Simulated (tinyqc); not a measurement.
From single traps to 1/f noise.

4 half-filled traps with time constants tau_j = 4.4e-8 s times 10^(2 j), j = 0..3, each shift the threshold by a = 2.93 uV when filled and give the Lorentzian a^2 tau/(1 + (2 pi f tau)^2). For time constants spread evenly in ln tau the sum tends to a^2/(4 f ln(10^2)). slope = d ln S/d ln f.

From single traps to 1/f noise:
```
f (Hz)	S (uV^2/Hz)	1/f limit (uV^2/Hz)	slope	j of the largest term
0.01	0.3815	46.60	-1.513e-5	3
0.1	0.3813	4.660	-0.001512	3
1	0.3547	0.4660	-0.1405	3
30	0.009202	0.01553	-1.165	3
1000	4.801e-4	4.660e-4	-1.631	2
30000	2.331e-5	1.553e-5	-0.8301	1
1e6	4.008e-7	4.660e-7	-0.3728	0
1e7	4.420e-8	4.660e-8	-1.771	0
1e8	4.986e-10	4.660e-9	-1.997	0
```

What does the comparison show?

Below the slowest trap (1/(2 pi tau) = 3.6 Hz) the spectrum is flat, slope 0.00 in the first row; above the fastest (3.6e6 Hz) the slope tends to -2 (-2.00 in the last row). In between, at 30, 1000 and 30000 Hz, the slopes are -1.17, -1.63 and -0.83, and S is 3.0 % above the 1/f limit at 1000 Hz.

tinyqc, about 0.01 s, one thread, Intel Xeon 2.30GHz (shared host): `OMP_NUM_THREADS=1 python tinyqc.py 2150109 2150110 out.jsonl`
